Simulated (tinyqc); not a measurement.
From results back to parameters: BHZ model on a square lattice (one spin block). Three cases, with inputs chosen for the exercise.

Problem. Near Gamma E = -D k^2 -/+ sqrt(A^2 k^2 + (M - B k^2)^2), so the curvature of the upper band, E = |M| + c+ k^2, is c+ = -D + A^2/(2|M|) - B sign(M), and of the lower one c- = -D - A^2/(2|M|) + B sign(M). M and A are given; c+ and c- come from hidden B and D.

Find: D, B; order of the bands.

Method. The mean of the curvatures is -D; half their difference is A^2/(2|M|) - B sign(M). The bands are inverted where M/B > 0.

Case 1.

Values chosen (out of a larger set: of the size used for HgTe wells; not measured data): A = 3.57 eV angstrom; M = 0.0293 eV (mass term).

c+, c- (eV angstrom^2): 341.290  -242.290

Solution.

D, B (eV angstrom^2): -49.5  -74.3

order of the bands: normal

Case 2.

Values chosen (out of a larger set: of the size used for thin Bi2Se3 films; not measured data): A = 2.43 eV angstrom; M = -0.0938 eV (mass term).

c+, c- (eV angstrom^2): 18.276  -7.876

Solution.

D, B (eV angstrom^2): -5.2  -18.4

order of the bands: inverted

Case 3.

Values chosen (out of a larger set: of the size used for HgTe wells; not measured data): A = 3.86 eV angstrom; M = -0.027 eV (mass term).

c+, c- (eV angstrom^2): 259.219  -152.619

Solution.

D, B (eV angstrom^2): -53.3  -70.0

order of the bands: inverted

Computed by tinyqc, one run a case: `OMP_NUM_THREADS=1 python tinyqc.py N N+1 out.jsonl` with N = 1451304, 1451476, 1451578; one thread of a shared Intel(R) Xeon(R) Processor @ 2.30GHz, about 0.07 s a run at most.
